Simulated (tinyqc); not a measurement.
# Which input was changed?

Model: vibrations of a mass or spring defect in a linear chain. Computed by tinyqc, a small Python program. Command: `OMP_NUM_THREADS=1 python tinyqc.py 3003948 3003949 out.jsonl localmode which`. One thread of a shared host (Intel(R) Xeon(R) Processor @ 2.30GHz), about 0.1 s of CPU time with the checks.

A ring of N atoms with nearest-neighbour springs k and motion along the chain. Atom 1 is the defect, of mass M', and its two springs are k'. All other atoms have the mass M.

Inputs (values chosen for the exercise, for a model chain):
```
quantity                         value           unit
spring constant k                 6.55  eV/angstrom^2
host mass M                       38.8              u
defect mass M'                    9.13              u
spring ratio k'/k at the defect      1              -
```

Host: monatomic.

Constants: nu for 1 eV/(angstrom^2 u) = 15.6333042 THz.

Method:
- Host band: lambda from 0 to 4k/M.
- nu = 15.6333042 THz x sqrt(lambda), lambda in eV/(angstrom^2 u).
- D_ii = (sum of the two springs at i)/M_i, D_ij = -k_ij/sqrt(M_i M_j) for neighbours, closed into a ring.
- The same matrix for 120 atoms; amplitudes are the mass-weighted eigenvector, in size, relative to the defect, for the highest mode; its weight is the squared component of the normalised eigenvector on the defect.

Task: One of these inputs alone was changed, within the range given: spring constant k (3.275 to 13.1); host mass M (19.4 to 77.6); defect mass M' (4.565 to 18.26); spring ratio k'/k at the defect (0.5 to 2). Which one, and to what value?

Results:
```
run     ratio to the top of the host band  weight of the highest mode on the defect  highest frequency, long ring (THz)
before                           1.551837                                 0.8666569                            19.93571
after                            1.424111                                 0.8317671                            20.24024
```

Result:

Each candidate set to reproduce ratio to the top of the host band, and what it then gives:
```
candidate                          range searched  value needed  weight of the highest mode on the defect  highest frequency, long ring (THz)
spring constant k (eV/angstrom^2)   3.275 to 13.1     no effect                                         -                                   -
host mass M (u)                      19.4 to 77.6         31.70                                   0.83177                              20.240
defect mass M' (u)                 4.565 to 18.26         11.17                                   0.83177                              18.295
spring ratio k'/k at the defect          0.5 to 2        0.8391                                   0.85819                              18.295
```

Only host mass M fits every result: it went from 38.8 to 31.7 u. The next best candidate, spring ratio k'/k at the defect, misses one result by 9.6 %.
